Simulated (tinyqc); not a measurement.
## Ground and coupling capacitance from two measurements

Problem. A line has Cg to the planes and Cc to each of two neighbours. Find Cg, Cc, the load when both neighbours switch in antiphase, and the pulse on the line when it floats and both neighbours swing by Vx.

Parameters, values chosen for the exercise:
```
symbol  value  unit  meaning
Vx          1     V    swing
```

capacitance with neighbours driven alike and with neighbours grounded (aF/um): 54  120

Solution. Driven alike, Cc carries no charge, which leaves Cg; grounded neighbours give Cg + 2 Cc, antiphase Cg + 4 Cc; a floating line divides the swing as 2 Cc/(Cg + 2 Cc).

Cg = 54.00 aF/um
Cc = 33.00 aF/um
load in antiphase = 186.0 aF/um
pulse = 0.5500 V

Computed by the program tinyqc: `OMP_NUM_THREADS=1 python tinyqc.py 2790173 2790174 out.jsonl`, one thread of a shared Intel Xeon 2.30GHz, about 0.7 s for the whole run.
